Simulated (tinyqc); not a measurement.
Thermal resistances of a two-die stack.

Problem. Heat leaves through the lower die only, and the system is linear. Find the resistance R1 from the lower die to the coolant, R2 between the dies, and the rise of the upper die when both are powered.

Values chosen for this exercise:

| symbol | value | unit | meaning |
|---|---|---|---|
| P1 | 21 | W | power of the lower die |
| P2 | 18 | W | power of the upper die |

rises of the lower and upper die with only the lower one powered (K): 4.41  4.41
rises of the lower and upper die with only the upper one powered (K): 3.78  5.58

Answer. With only the lower die powered no heat crosses R2, so both dies rise by P1 R1; the difference in the second test is P2 R2; rises add.

R1 = 0.2100 K/W
R2 = 0.1000 K/W
rise of the upper die = 9.990 K

tinyqc, about 0.03 s, one thread, Intel Xeon 2.30GHz (shared host): `OMP_NUM_THREADS=1 python tinyqc.py 2162169 2162170 out.jsonl`
